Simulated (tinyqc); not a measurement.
Worked calculation: thermal stress, cracking, delamination and buckling of a thin film; Griffith cracks and misfitting inclusions. Computed by tinyqc, a small Python program that keeps every step. Command: `OMP_NUM_THREADS=1 python tinyqc.py 3029916 3029917 out.jsonl filmcrack walk`. One thread of a shared host (Intel(R) Xeon(R) Processor @ 2.30GHz), about 0.01 s of CPU time with the checks. Intermediate numbers are printed to about 5 digits and carried at full precision; extremes and crossings named in words are read from the listed rows.

Isotropic linear elasticity; the substrate is much thicker than the film; stress is positive in tension.

Inputs (values chosen for the exercise, modelled on a porous low-k oxide on silicon):

| quantity | value | unit |
|---|---|---|
| film Young's modulus E | 7.8 | GPa |
| film Poisson ratio nu | 0.26 | - |
| film expansion alpha_f | 11.7 | 1e-6/K |
| substrate expansion alpha_s | 3.3 | 1e-6/K |
| deposition temperature T_d | 675 | K |
| final temperature T | 300 | K |
| intrinsic stress | -23 | MPa |
| film thickness h | 0.097 | micrometre |
| film toughness Gamma_f | 1.5 | J/m^2 |
| interface toughness Gamma_i | 2.8 | J/m^2 |
| substrate Young's modulus E_s | 145 | GPa |
| substrate Poisson ratio nu_s | 0.24 | - |
| flaw half length a | 0.12 | micrometre |
| substrate surface energy gamma_s | 1.5 | J/m^2 |
| inclusion radius R | 3 | micrometre |

Inclusion: long cylinder (a filled via).

## Stress in the film

Thermal strain = (alpha_f - alpha_s)(T_d - T); stress = E/(1 - nu) x strain + intrinsic stress; plane-strain modulus Ebar = E/(1 - nu^2); G0 = stress^2 h/(2 Ebar) is the energy freed per area when a long strip loses its stress across its width.

thermal strain = 0.00315

film stress = 10.203 MPa

Ebar = 8.3655 GPa

G0 = 6.0350e-04 J/m^2

The film ends in tension; the thermal part is 33.2 MPa.

## Elastic mismatch

Dundurs alpha = (Ebar - Ebar_s)/(Ebar + Ebar_s), with Ebar_s = E_s/(1 - nu_s^2). The channel-crack factor is taken as g = 1.258 (1 - alpha)^(-0.7), a rough interpolation chosen for the exercise (1.258 is the value for matched materials).

Dundurs alpha = -0.89687

factor g = 0.80363

The stiffer substrate holds the crack faces and lowers the driving force.

## Channel cracks and edge delamination

Channel crack through the film: G = pi g G0, critical thickness where G = Gamma_f. Steady delamination from an edge: G = G0, critical thickness where G = Gamma_i.

driving force for channelling = 0.0015236 J/m^2

critical thickness for channelling = 95.495 micrometre

critical thickness for delamination = 450.04 micrometre

As the film thickens, channel cracking comes first. At h the film is safe against both. Caution: a critical thickness above 100 micrometres is no longer thin against a usual wafer, so it is only formal.

## Griffith crack in the substrate

Through crack of length 2a in plane strain: K_Ic = sqrt(2 gamma_s E_s/(1 - nu_s^2)); fracture stress = K_Ic/sqrt(pi a). An edge crack of depth a has K larger by 1.1215.

toughness K_Ic = 0.67940 MPa m^0.5

fracture stress, inner crack = 1106.5 MPa

fracture stress, edge crack = 986.65 MPa

The inner crack lowers the strength to 7.6 % of the ideal E_s/10.

## A misfitting inclusion

Film material fills a long cylinder of radius R in the substrate, with the misfit e = thermal strain (it wants to shrink if e > 0). With the axial strain held by the substrate, s0 = (1 + nu) e/[(1 + nu)(1 - 2 nu)/E + (1 + nu_s)/E_s]; inside s_rr = s_tt = s0 and s_zz = E e + 2 nu s0; outside s_rr = s0 (R/r)^2, s_tt = -s_rr. Keep-out radius: where |s_rr| falls to 10 MPa (R if it is lower at the wall).

radial stress at the wall s0 = 46.103 MPa

mean stress inside = 46.916 MPa

keep-out radius = 6.4415 micrometre

The stress does not depend on R; its reach scales with R.

## Film, cylinder and sphere at the same misfit

Thermal misfit e alone, mean stress = trace/3 and largest difference of principal stresses inside. Film: E e/(1 - nu) in two directions, 0 in the third. Cylinder: s0 = (1 + nu) e/[(1 + nu)(1 - 2 nu)/E + (1 + nu_s)/E_s] twice and s_zz = E e + 2 nu s0. Sphere: e/[(1 - 2 nu)/E + (1 + nu_s)/(2 E_s)] three times.

Stresses inside (MPa):

| shape | s1 | s2 | s3 | mean | largest difference |
|---|---|---|---|---|---|
| film | 33.203 | 33.203 | 0.000 | 22.135 | 33.203 |
| cylinder | 46.103 | 46.103 | 48.543 | 46.916 | 2.441 |
| sphere | 47.862 | 47.862 | 47.862 | 47.862 | 0.000 |

The mean stress in size is 22 MPa in the film, 47 in the cylinder and 48 in the sphere, while the largest difference, twice the largest shear stress, goes from 33 through 2 to 0. In a ductile solid shear can relax by slip and hydrostatic stress cannot, so a confined metal builds up the triaxial stress that opens voids.

Checks made by the program: fracture stress against the maximum of 4 a gamma - pi a^2 s^2/Ebar (relative difference 3e-09).
